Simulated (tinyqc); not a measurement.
Quantum point contact as a saddle point: one step of the calculation.

Potential V0 - m wx^2 x^2/2 + m wy^2 y^2/2; energies are counted from V0. Mode n = 0, 1, ... transmits T_n(E) = 1/(1 + exp(-2 pi (E - E_n)/wx)), E_n = wy (n + 1/2); each mode carries 2 q^2/h.

Question. Transmissions at the Fermi level. At zero temperature g = G/(2 q^2/h) = sum T_n(mu); Fano factor sum T_n (1 - T_n)/sum T_n. Modes beyond those listed are in the sums but add less than 1e-4 to g.

Parameters, values chosen for the exercise: transverse quantum hbar wy wy = 4 meV; curvature of the barrier hbar wx wx = 1.4 meV; Fermi level above the saddle point mu = 14.06 meV.

Constants: q = 1.602176634e-19 C, h = 6.62607015e-34 J s. Results are converted to the units shown.

Give: E_n; T_n; g; G; Fano factor.

Answer.

```
mode  E_n (meV)     T_n
0         2.000  1.0000
1         6.000  1.0000
2        10.000  1.0000
3        14.000  0.5669
4        18.000  0.0000
5        22.000  0.0000
```

g = 3.5669
G = 276.37 uS
Fano factor = 0.06883

Computed by the program tinyqc: `OMP_NUM_THREADS=1 python tinyqc.py 2740017 2740018 out.jsonl`, one thread of a shared Intel Xeon 2.30GHz, about 0.04 s for the whole run.
